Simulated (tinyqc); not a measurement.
# Trap depth and cross-section from two peaks

Problem. A DLTS peak lies where ew = sn g T^2 exp(-Et/kB T), g = vth Nc/(300 K)^2. Find Et and sn.

Inputs (values chosen for the exercise): conduction-band density of states at 300 K Nc = 5.79e17 cm^-3; thermal velocity at 300 K vth = 4e7 cm/s.

Constants: q = 1.602176634e-19 C, kB = 1.380649e-23 J/K. Results are converted to the units shown.

peak temperatures for ew = 10 and 1000 1/s (K): [224.26432, 296.75847]

Answer. The slope of ln(ew/T^2) against q/kB T is -Et, and the intercept is ln(sn g).

Et = 0.320 eV
sn = 1.20e-17 cm^2

Program tinyqc, `OMP_NUM_THREADS=1 python tinyqc.py 2050034 2050035 out.jsonl`; Intel Xeon 2.30GHz, shared host, one thread, about 0.01 s.
